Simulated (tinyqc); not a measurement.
X-ray photoelectron analysis of a thin oxide on a semiconductor: attenuation lengths, thickness, angle series and band offsets: one step, computed by the program tinyqc. Command: `OMP_NUM_THREADS=1 python tinyqc.py 3112959 3112960 out.jsonl xps walk`. One thread of a shared host (Intel(R) Xeon(R) Processor @ 2.30GHz), about 0.01 s of CPU time with the checks.

The same element is seen in the oxide and in the substrate, at nearly the same kinetic energy; films are flat and uniform, and the work function is ignored.

Task: Peak ratio. R_0 = (rho_o/M_o) L_o/((rho_s/M_s) L_s); peak ratio R = I_ox/I_sub = R_0 [exp(d/(L_o cos theta)) - 1]; hence d = L_o cos theta ln(1 + R/R_0). A carbon layer weakens both peaks alike, by exp(-d_C/(L_o cos theta)) if its L is taken equal to L_o. This R_0 leaves out intrinsic losses from the substrate peak, so calibrated values can be larger.

Inputs (values chosen for the exercise, modelled on SiO2 on silicon):
```
quantity                        value     unit
oxide density                    2.24   g/cm^3
oxide formula mass              60.08    g/mol
substrate density                2.33   g/cm^3
substrate formula mass          28.09    g/mol
oxide thickness d                 1.6       nm
emission angle from the normal     55  degrees
carbon overlayer                 0.86       nm
```

L in the oxide = 2.979830 nm

L in the substrate = 2.376749 nm

Give: R_0; d/(L_o cos theta); ratio R; oxide share of the counts; attenuation by carbon; depth 3 L_o cos theta.

Result:

R_0 = 0.56354

d/(L_o cos theta) = 0.93613

ratio R = 0.87354

oxide share of the counts = 0.46625

attenuation by carbon = 0.60461

depth 3 L_o cos theta = 5.1275 nm
